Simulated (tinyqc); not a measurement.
## Mobility and threshold from two currents

Question. In the linear region I = mu Cox (W/L) [(Vgs - VT) Vds - m Vds^2/2], Cox = eps0 eox/tox. Find mu and VT.

Inputs (values chosen for the exercise):
```
symbol,value,unit,meaning
eox,7.21,,relative permittivity of the gate insulator
tox,39,nm,insulator thickness
W,20,um,gate width
L,5,um,gate length
```

Constants: eps0 = 8.8541878128e-14 F/cm where lengths are in cm. Results are converted to the units shown.

I at Vgs = 1.75 and 2.25 V, Vds = 0.05 V (uA): 2.7846972  6.7132323
m = 1.8282570

Solution. The slope dI/dVgs is mu Cox (W/L) Vds; the line meets zero current at VT + m Vds/2.

mu = 240.0 cm^2/(V s)
VT = 1.350 V

Numbers from tinyqc (`OMP_NUM_THREADS=1 python tinyqc.py 2360065 2360066 out.jsonl`; about 0.05 s on one thread of a shared Intel Xeon 2.30GHz).
